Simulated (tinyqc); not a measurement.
Inside a calculation. Method: Pariser-Parr-Pople SCF with singles CI, for the molecule C=CC1=CC2=CC=CC2=C1 (SMILES; centres numbered as the heavy atoms are written). One step of it, computed by the program tinyqc.

Task: PPP integrals. Ohno: gamma = 14.399645/sqrt(R^2 + a^2), a = 2 x 14.399645/(gamma_rr + gamma_ss); H_rr = -W_r - sum_(s != r) z_s gamma_rs; H_rs = beta for bonds.

Centres (angstrom, eV; a flat drawing with bonds scaled to 1.40 angstrom):
```
centre          x          y  core charge z          W   gamma_rr
1C      -3.581000   0.657000              1  11.160000  11.130000
2C      -2.738000  -0.460000              1  11.160000  11.130000
3C      -1.348000  -0.289000              1  11.160000  11.130000
4C      -0.393000  -1.312000              1  11.160000  11.130000
5C       0.876000  -0.719000              1  11.160000  11.130000
6C       2.250000  -0.985000              1  11.160000  11.130000
7C       2.928000   0.239000              1  11.160000  11.130000
8C       1.972000   1.263000              1  11.160000  11.130000
9C       0.704000   0.670000              1  11.160000  11.130000
10C     -0.670000   0.936000              1  11.160000  11.130000
```

Resonance integrals (eV):
```
i    j       beta
1    2  -2.390000
2    3  -2.390000
3    4  -2.390000
4    5  -2.390000
5    6  -2.390000
6    7  -2.390000
7    8  -2.390000
8    9  -2.390000
9   10  -2.390000
10   3  -2.390000
9    5  -2.390000
```

Give: repulsion gamma_rs; core matrix H.

Result:

repulsion gamma_rs (eV), lower triangle:
```
         1C      2C      3C      4C      5C      6C      7C      8C
1C   11.130
2C    7.556  11.130
3C    5.239   7.552  11.130
4C    3.633   5.124   7.555  11.130
5C    2.975   3.743   5.520   7.552  11.130
6C    2.325   2.780   3.705   4.863   7.555  11.130
7C    2.166   2.460   3.201   3.705   5.521   7.556  11.130
8C    2.511   2.780   3.705   3.863   5.521   5.520   7.551  11.130
9C    3.217   3.743   5.520   5.520   7.555   5.521   5.520   7.554
10C   4.503   5.123   7.554   5.520   5.521   3.864   3.705   4.865

         9C     10C
9C   11.130
10C   7.555  11.130
```

core matrix H (eV), lower triangle:
```
          1C       2C       3C       4C       5C       6C       7C       8C
1C   -45.283
2C    -2.390  -52.021
3C     0.000   -2.390  -60.712
4C     0.000    0.000   -2.390  -58.494
5C     0.000    0.000    0.000   -2.390  -62.622
6C     0.000    0.000    0.000    0.000   -2.390  -54.849
7C     0.000    0.000    0.000    0.000    0.000   -2.390  -52.544
8C     0.000    0.000    0.000    0.000    0.000    0.000   -2.390  -55.031
9C     0.000    0.000    0.000    0.000   -2.390    0.000    0.000   -2.390
10C    0.000    0.000   -2.390    0.000    0.000    0.000    0.000    0.000

          9C      10C
9C   -62.865
10C   -2.390  -59.370
```
